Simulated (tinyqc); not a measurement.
Implant damage, amorphisation by cascade overlap, and solid-phase epitaxial regrowth: one step, computed by the program tinyqc.

Range and width of the damage are inputs. Dynamic annealing enters only through the surviving share f.

Problem. Isothermal regrowth. v = v0 x orientation factor x exp(-E_a/(k_B T)) x [1 + (enhancement - 1) exp(-(z - R_d)^2/(2 s_d^2))], T = anneal temperature + 273.15 K; the dopant is taken to follow the damage profile; the lower front moves from the lower edge z2 to the surface, or to the middle (z1 + z2)/2 of a buried layer with upper edge z1; time = int dz/v; the equivalent undoped distance is that time times the undoped velocity.

Inputs (values chosen for the exercise, modelled on fluorine ions in silicon):

| quantity | value | unit |
|---|---|---|
| depth of the damage peak R_d | 16 | nm |
| width of the damage profile s_d | 10 | nm |
| regrowth prefactor v0 | 3.3e+15 | nm/s |
| regrowth energy E_a | 2.69 | eV |
| anneal temperature | 631 | C |
| rate relative to (100) | 0.04 | - |
| peak enhancement by the dopant | 8.3 | - |

lower edge = 26.43149 nm

upper edge = 5.568513 nm

Constants: k_B = 8.617333262e-05 eV/K.

Give: undoped velocity; distance to regrow; time without enhancement; equivalent undoped distance; time with enhancement.

Solution.

undoped velocity = 0.13378 nm/s

distance to regrow = 10.431 nm

time without enhancement = 77.978 s

equivalent undoped distance = 1.4835 nm

time with enhancement = 11.090 s

The rate doubles for each 18 K or so near this temperature. Caution: regrowth on (111) is not only slow but leaves twins, which a single velocity does not describe.
